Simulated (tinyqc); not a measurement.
# Pillar capacitor in an array: capacitance, non-linearity, leakage and relaxation: effects of single changes

A film between two metal electrodes, each interface adding a series capacitance ci. The small-signal permittivity is ek (1 + aq E^2); the field is found with the linear permittivity. Leakage J = J0 sinh(E/Ef). After a voltage step the film passes a relaxation current kr C V tt^(-nr), tt being the time in seconds. The sidewall is a coaxial capacitor with radii a = dm/2 and b = dm/2 + t, depth AR dm; the end face is left out.

Values chosen for this exercise; permittivity of the order of that of silicon nitride: relative permittivity of the film ek = 7.76; film thickness t = 12 nm; capacitance of each electrode interface (dead layer and screening) ci = 230 uF/cm^2; quadratic field coefficient of the permittivity aq = 0.0026 cm^2/MV^2; bias V = 0.8 V; exponent of the relaxation current nr = 0.983; strength of the relaxation kr = 0.0013; leakage prefactor J0 = 2.2e-11 A/cm^2; field for an e-fold rise of the leakage Ef = 0.16 MV/cm; diameter of the pillar dm = 100 nm; aspect ratio, depth over diameter AR = 20; pitch of the square array pt = 200 nm; resistivity of the inner electrode rho = 1900 uohm cm; duration of the write pulse t0 = 2e-8 s.

Constants: eps0 = 8.8541878128e-14 F/cm where lengths are in cm. Results are converted to the units shown.

Each table varies one quantity; the others keep the values above.

## Capacitance, non-linearity and leakage against thickness

Planar film: Cf = eps0 ek/t, 1/C = 1/Cf + 2/ci, EOT = 3.9 eps0/C, effective permittivity C t/eps0, E = (V/t) C/Cf; quadratic coefficient [C(V)/C - 1]/V^2 with Cf (1 + aq E^2) in C(V).

Results:
```
t (nm)	C (uF/cm^2)	EOT (nm)	effective permittivity	E (MV/cm)	quadratic coefficient (ppm/V^2)	J (A/cm^2)
2.5	2.684	1.286	7.579	3.125	3.873e4	0.003346
5.5	1.236	2.794	7.677	1.439	8320	8.853e-8
8.2	0.8318	4.151	7.704	0.9686	3783	4.681e-9
12	0.5697	6.061	7.722	0.6634	1779	6.948e-10
18	0.3805	9.076	7.734	0.4430	794.5	1.746e-10
27	0.2539	13.60	7.743	0.2956	354.3	6.807e-11
40	0.1715	20.13	7.748	0.1997	161.8	3.516e-11
60	0.1144	30.18	7.752	0.1332	72.01	2.051e-11
```

Estimate the missing row, t = 3.7 nm.

Computed row:
```
t (nm)	C (uF/cm^2)	EOT (nm)	effective permittivity	E (MV/cm)	quadratic coefficient (ppm/V^2)	J (A/cm^2)
3.7	1.827	1.890	7.637	2.128	1.810e4	6.561e-6
```

With this row back in the table: C falls from 2.68 to 0.114 uF/cm^2 while the effective permittivity goes from 7.58 to 7.75 (ek = 7.76). EOT is a straight line in t with slope 3.9/ek = 0.503 and intercept 0.0300 nm. The quadratic coefficient goes as t^(-1.94) between the first two rows and t^(-2.00) between the last two (-2 without interfaces), and J falls by 8.21 decades. For t = 2.5, 3.7 direct tunnelling, left out, would add to the leakage.

## Cell against the film thickness

Per length 1/c = ln(b/a)/(2 pi eps0 ek) + (1/a + 1/b)/(2 pi ci); cell capacitance c AR dm; per footprint over pt^2; fields c V/(2 pi eps0 ek r) at r = a and b; resistance of the inner electrode rho AR dm/(pi a^2); time constant R C/3 of the distributed line.

The same in every row: R (kohm) = 4.838.

Results:
```
t (nm)	cell capacitance (fF)	per footprint (uF/cm^2)	field at a (MV/cm)	field at b (MV/cm)	R C/3 (ps)
4	11.05	27.63	2.048	1.897	17.83
5.4	8.327	20.82	1.543	1.393	13.43
9.8	4.795	11.99	0.8885	0.7429	7.733
13	3.719	9.297	0.6891	0.5469	5.997
18	2.799	6.996	0.5186	0.3813	4.513
24	2.197	5.492	0.4071	0.2751	3.543
```

Estimate the missing row, t = 7.3 nm.

Computed row:
```
t (nm)	cell capacitance (fF)	per footprint (uF/cm^2)	field at a (MV/cm)	field at b (MV/cm)	R C/3 (ps)
7.3	6.284	15.71	1.165	1.016	10.13
```

With this row back in the table: As t goes from 4 to 24, the cell capacitance falls from 11.1 to 2.20 fF, the capacitance per footprint falls from 27.6 to 5.49 uF/cm^2, the ratio of the two fields rises from 1.08 to 1.48 and R C/3 falls from 17.8 to 3.54 ps; the time constant goes as t^(-0.94) between the first two rows and t^(-0.84) between the last two.

## Charge lost after writing

Planar film: Cf = eps0 ek/t, 1/C = 1/Cf + 2/ci, EOT = 3.9 eps0/C, effective permittivity C t/eps0, E = (V/t) C/Cf. A capacitor written for t0 and then left open loses, as a share of C V, kr (tt^(1 - nr) - t0^(1 - nr))/(1 - nr) by relaxation and J tt/(C V) by leakage; both are taken as small, and rows far outside that range are left out.

The same in every row: leakage current (nA/cm^2) = 0.69483.

Result of one run:
```
tt (s)	relaxation current (nA/cm^2)	loss by relaxation (%)	loss by leakage (%)	total loss (%)
0.01	54.791	1.4139	0.0015245	1.4154
```

What becomes of these results when the time since the start of the write pulse tt is changed from 0.01 to 0.0001 s, all else the same?

Result of the changed run:
```
tt (s)	relaxation current (nA/cm^2)	loss by relaxation (%)	loss by leakage (%)	total loss (%)
0.0001	5066.5	0.88141	1.5245e-5	0.88143
```

The whole series:
```
tt (s)	relaxation current (nA/cm^2)	loss by relaxation (%)	loss by leakage (%)	total loss (%)
1e-6	4.6850e5	0.38903	1.5245e-7	0.38903
1e-5	48720	0.63040	1.5245e-6	0.63040
0.0001	5066.5	0.88141	1.5245e-5	0.88143
0.001	526.87	1.1424	1.5245e-4	1.1426
0.01	54.791	1.4139	0.0015245	1.4154
0.1	5.6978	1.6962	0.015245	1.7114
1	0.59252	1.9897	0.15245	2.1422
10	0.061618	2.2950	1.5245	3.8195
```

The two currents are equal at tt = 0.850 s. The loss by relaxation grows from 0.389 to 2.29 %, by 0.241 points over the first decade and 0.305 over the last, while the loss by leakage grows tenfold a decade. Relaxation is the larger loss in every row.

tinyqc, about 0.01 s, one thread, Intel Xeon 2.30GHz (shared host): `OMP_NUM_THREADS=1 python tinyqc.py 2102023 2102024 out.jsonl`
